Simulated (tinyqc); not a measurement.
Worked calculation: geometry optimisation on the UHF/sto-6g surface (energies and gradients from PySCF), for H4, spin multiplicity 3. Computed by tinyqc, a small Python program that keeps every step (integrals from PySCF). Settings: charge = 0, multiplicity = 3, basis = sto-6g, optimiser = bfgs, first Hessian = 1.0, largest step = 0.3, iteration cap = 30. Command: `OMP_NUM_THREADS=1 python tinyqc.py 29777 29778 out.jsonl` (the two numbers bound the seeds that draw the settings). One thread of a shared host (Intel(R) Xeon(R) Processor @ 2.60GHz), about 2 s of CPU time with the checks.

positions at the start (bohr):
```
           x         y         z
1H  -0.05102  -0.03779  -0.04913
2H  -0.08504   0.00756   1.49855
3H  -0.08126   1.71965  -0.02268
4H  -0.06992   1.79713   1.52879
```

Stop when the largest gradient component is below 3e-5 hartree/bohr. The inverse Hessian follows the BFGS update with s = step, y = change of gradient.

Course of the optimisation:
```
step  E (hartree)  largest gradient (hartree/bohr)
1      -1.7972771                         1.80e-01
2      -1.8707304                         6.71e-02
3      -1.8944008                         2.94e-02
4      -1.9011800                         2.46e-02
5      -1.9067869                         5.16e-02
6      -1.9198128                         8.65e-02
7      -1.9460947                         1.11e-01
8      -1.9802494                         1.13e-01
9      -2.0158583                         8.12e-02
10     -2.0380603                         2.41e-02
11     -2.0483570                         1.85e-02
12     -2.0552515                         1.99e-02
13     -2.0600589                         1.13e-02
14     -2.0631373                         5.22e-03
15     -2.0650842                         2.71e-03
16     -2.0663099                         1.69e-03
17     -2.0670770                         1.04e-03
18     -2.0675534                         6.35e-04
19     -2.0678466                         5.19e-04
20     -2.0680256                         4.24e-04
21     -2.0681341                         3.59e-04
22     -2.0681993                         3.21e-04
23     -2.0682384                         2.98e-04
24     -2.0682616                         2.83e-04
25     -2.0682753                         2.71e-04
26     -2.0682833                         2.59e-04
27     -2.0682880                         2.48e-04
28     -2.0682908                         2.35e-04
29     -2.0682923                         2.19e-04
30     -2.0682933                         2.00e-04
```

Can the last value be used, and what does the course show?

Not by the stop rule, although the second column moves by less than 1e-05 over the last three steps. Not converged within 30 steps: the energy falls at every step, but slowly. Reruns: method bfgs, first Hessian 0.6, largest step 0.3: not converged.
